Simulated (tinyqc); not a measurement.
Thin (001) film in sp3s* tight binding with raised dangling bonds: one step. Levels of the small film. The numbers come from values chosen for the exercise (near a published set for GaP, fitted to gaps, whose masses and valley positions are rough).

s, pz, s* block (eV):
```
          sa1       za1      *a1       sc2       zc2       *c2       sa3       za3       *a3       sc4       zc4
sa1  -5.62647  -2.50000        0  -3.71500   2.12050         0         0         0         0         0         0
za1  -2.50000   3.63453        0  -3.13200   1.08500  -2.57200         0         0         0         0         0
*a1         0         0  8.50953         0   2.33050         0         0         0         0         0         0
sc2  -3.71500  -3.13200        0  -2.17047         0         0  -3.71500   3.13200         0         0         0
zc2   2.12050   1.08500  2.33050         0   4.15053         0  -2.12050   1.08500  -2.33050         0         0
*c2         0  -2.57200        0         0         0   7.13253         0   2.57200         0         0         0
sa3         0         0        0  -3.71500  -2.12050         0  -8.12647         0         0  -3.71500   2.12050
za3         0         0        0   3.13200   1.08500   2.57200         0   1.13453         0  -3.13200   1.08500
*a3         0         0        0         0  -2.33050         0         0         0   8.50953         0   2.33050
sc4         0         0        0         0         0         0  -3.71500  -3.13200         0  -2.17047         0
zc4         0         0        0         0         0         0   2.12050   1.08500   2.33050         0   4.15053
*c4         0         0        0         0         0         0         0  -2.57200         0         0         0
sa5         0         0        0         0         0         0         0         0         0  -3.71500  -2.12050
za5         0         0        0         0         0         0         0         0         0   3.13200   1.08500
*a5         0         0        0         0         0         0         0         0         0         0  -2.33050

          *c4       sa5      za5       *a5
sa1         0         0        0         0
za1         0         0        0         0
*a1         0         0        0         0
sc2         0         0        0         0
zc2         0         0        0         0
*c2         0         0        0         0
sa3         0         0        0         0
za3  -2.57200         0        0         0
*a3         0         0        0         0
sc4         0  -3.71500  3.13200         0
zc4         0  -2.12050  1.08500  -2.33050
*c4   7.13253         0  2.57200         0
sa5         0  -5.62647  2.50000         0
za5   2.57200   2.50000  3.63453         0
*a5         0         0        0   8.50953
```

u, v block (eV):
```
         ua1       va1       uc2       vc2       ua3       va3       uc4       vc4       ua5      va5
ua1  1.13453         0   3.65500         0         0         0         0         0         0        0
va1        0   6.13453         0  -1.48500         0         0         0         0         0        0
uc2  3.65500         0   4.15053         0  -1.48500         0         0         0         0        0
vc2        0  -1.48500         0   4.15053         0   3.65500         0         0         0        0
ua3        0         0  -1.48500         0   1.13453         0   3.65500         0         0        0
va3        0         0         0   3.65500         0   1.13453         0  -1.48500         0        0
uc4        0         0         0         0   3.65500         0   4.15053         0  -1.48500        0
vc4        0         0         0         0         0  -1.48500         0   4.15053         0  3.65500
ua5        0         0         0         0         0         0  -1.48500         0   6.13453        0
va5        0         0         0         0         0         0         0   3.65500         0  1.13453
```

Question. Diagonalise both blocks.

Give: levels of the s, pz, s* block; levels of the u, v block.

Answer.

levels of the s, pz, s* block (eV): -12.381  -10.055  -8.099  -3.825  1.181  2.755  2.824  3.209  4.034  4.585  8.510  8.791  9.626  10.471  11.154

levels of the u, v block (eV): -2.115  -2.115  -0.756  -0.756  5.011  5.011  6.697  6.697  7.868  7.868

1 level lies between 0 and the bulk edge 2.344 eV: 1.181 eV.

(tinyqc, `OMP_NUM_THREADS=1 python tinyqc.py 1451214 1451215 out.jsonl`, Intel(R) Xeon(R) Processor @ 2.30GHz, 1 thread, shared host, about 0.3 s.)
